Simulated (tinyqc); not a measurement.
Off-state leakage of single and stacked transistors: one step of the calculation.

n-channel devices of unit width. Subthreshold current I(Vg, Vs, Vd) = I0 (T/300 K)^0.5 exp[(Vg - Vs - VT(T) - gb (Vs - Vb) + dd (Vd - Vs))/(nf Vt)] (1 - exp(-(Vd - Vs)/Vt)), VT(T) = VT - cT (T - 300 K). Gate-edge tunnelling Ig (Vd/1 V) exp(ag (Vd - 1 V)), for a gate at 0 V, and band-to-band leakage Ab u exp(-Bb/u), u = Vd - Vb + 1 V, flow at a drain held at V; both are taken as independent of T. In a stack of off transistors (all gates at 0 V) the same subthreshold current passes through each.

Question. Leakage of one transistor. Vg = Vs = 0, Vd = V; effective threshold VT(T) - gb Vb - dd V.

Parameters, values chosen for the exercise; values of the order met in bulk silicon logic transistors:
- T = 300 K (temperature)
- V = 0.7 V (supply voltage)
- VT = 0.29 V (threshold at 300 K, zero drain and body bias)
- cT = 1 mV/K (fall of the threshold with temperature)
- I0 = 0.2 uA/um (current at threshold at 300 K)
- nf = 1.38 (slope factor)
- dd = 0.15 (drain-induced lowering per volt)
- gb = 0.13 (rise of the threshold per volt of source-body bias)
- Ig = 2e-5 uA/um (gate-edge tunnelling current at 1 V)
- ag = 5.5 1/V (exponential slope of the gate current)
- Ab = 10 uA/(um V) (prefactor of band-to-band leakage at the drain)
- Bb = 24 V (its exponential voltage)
- Vb = 0 V (body voltage)

Constants: q = 1.602176634e-19 C, kB = 1.380649e-23 J/K, Vt = kB T/q. Results are converted to the units shown.

Find: effective threshold; parts; total; shares.

Answer.

effective threshold = 0.18500 V
parts (nA/um): subthreshold 1.1193, gate edge 0.0026887, band-to-band 0.012567
total = 1.1346 nA/um
shares (%): subthreshold 98.655, gate edge 0.23698, band-to-band 1.1076

The subthreshold part is the largest.

tinyqc, about 0.03 s, one thread, Intel Xeon 2.30GHz (shared host): `OMP_NUM_THREADS=1 python tinyqc.py 2242045 2242046 out.jsonl`
